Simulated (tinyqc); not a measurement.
Threshold-voltage variability of a planar MOSFET, analytic estimates: effect of the correlation length of the roughness.

Three independent sources add in quadrature: random dopants in the depleted layer, metal-gate grains of two orientations, and roughness of the two gate edges acting through the roll-off VT = VT(long) - Vr exp(-L/l). These are first-order estimates: no three-dimensional electrostatics, no percolation.

ni = sqrt(Nc Nv) exp(-Eg/(2 Vt)), Eg in volts; Cox = 3.9 eps0/ti; Wd = sqrt(4 eps0 eps_r Vt ln(Na/ni)/(q Na)); dopants: s1 = (q/Cox) sqrt(Na Wd/(3 L W)). Grains: Ng = L W/G^2 (at least 1), s2 = dW sqrt(p (1 - p)/Ng). Edges, with exponential correlation and u = W/La: the mean gate length has sL^2 = 2 De^2 (2/u)[1 - (1 - exp(-u))/u]; s3 = sL (Vr/l) exp(-L/l). s = sqrt(s1^2 + s2^2 + s3^2). l and Vr are held fixed.

Parameters, values chosen for the exercise; material values close to those of silicon: temperature T = 300 K; band gap Eg = 1.14 eV; relative permittivity of the semiconductor eps_r = 11.7; conduction-band density of states at T Nc = 2.82e19 cm^-3; valence-band density of states at T Nv = 2.69e19 cm^-3; channel doping Na = 1.6e18 cm^-3; oxide-equivalent thickness in inversion ti = 1 nm; gate length L = 20 nm; gate width W = 23 nm; metal grain size G = 7 nm; work-function difference of the two grain orientations dW = 0.2 eV; share of the orientation of higher work function p = 0.6; rms roughness of one gate edge De = 1.2 nm; decay length of the threshold roll-off l = 3.7 nm; prefactor of the roll-off Vr = 1.5 V.

Constants: q = 1.602176634e-19 C, kB = 1.380649e-23 J/K, Vt = kB T/q, eps0 = 8.8541878128e-14 F/cm where lengths are in cm. Results are converted to the units shown.

The same in every row: s1 (mV) = 26.59; s2 (mV) = 31.98.

Effect of the correlation length of the roughness:
```
La (nm)	s3 (mV)	s (mV)	s sqrt(L W) (mV um)
2	1.232	41.61	0.8924
5	1.805	41.63	0.8928
10	2.249	41.65	0.8933
20	2.596	41.67	0.8937
40	2.821	41.68	0.8940
80	2.949	41.69	0.8942
160	3.018	41.70	0.8943
```

What does the table show?

As La goes from 2 to 160 nm, s stays near 41.7 mV. The grains are the largest source in the first and the last row. The edge term s3 rises from 1.23 to 3.02 mV: a longer correlation averages out less along the width. In every row the depletion depth exceeds L, so source and drain share much of the charge and s1 is rough.

Numbers from tinyqc (`OMP_NUM_THREADS=1 python tinyqc.py 2090136 2090137 out.jsonl`; about 0.01 s on one thread of a shared Intel Xeon 2.30GHz).
